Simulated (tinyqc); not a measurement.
From results back to parameters: overlap of hydrogenic dopants: pairs, impurity band and the Mott density. Four cases, with inputs chosen for the exercise.

Problem. Ry* = Ry m/eps^2, aB = a0 eps/m, and the Mott density is (0.26/aB)^3 (1/angstrom^3 = 1e24/cm^3). Binding energy and critical density come from a hidden mass and dielectric constant.

Constants: Ry = 13.60569312 eV; a0 (Bohr radius) = 0.5291772105 angstrom.

Case 1.

binding energy = 29.88879 meV
critical density = 1.011413e+18 1/cm^3

Case 2.

binding energy = 34.20336 meV
critical density = 2.718920e+18 1/cm^3

Case 3.

binding energy = 58.58180 meV
critical density = 9.186465e+18 1/cm^3

Case 4.

binding energy = 6.26764 meV
critical density = 4.573397e+16 1/cm^3

Find: aB; eps; m.

Solution. aB = 0.26/n^(1/3); the product Ry* aB = Ry a0/eps gives eps, and m = a0 eps/aB.

Case 1.

aB = 25.90 angstrom
eps = 9.30
m = 0.190 m0

Case 2.

aB = 18.63 angstrom
eps = 11.30
m = 0.321 m0

Case 3.

aB = 12.41 angstrom
eps = 9.90
m = 0.422 m0

Case 4.

aB = 72.70 angstrom
eps = 15.80
m = 0.115 m0

Computed by tinyqc, one run a case: `OMP_NUM_THREADS=1 python tinyqc.py N N+1 out.jsonl` with N = 1450345, 1450364, 1450371, 1450416; one thread of a shared Intel(R) Xeon(R) Processor @ 2.30GHz, about 0.01 s a run at most.
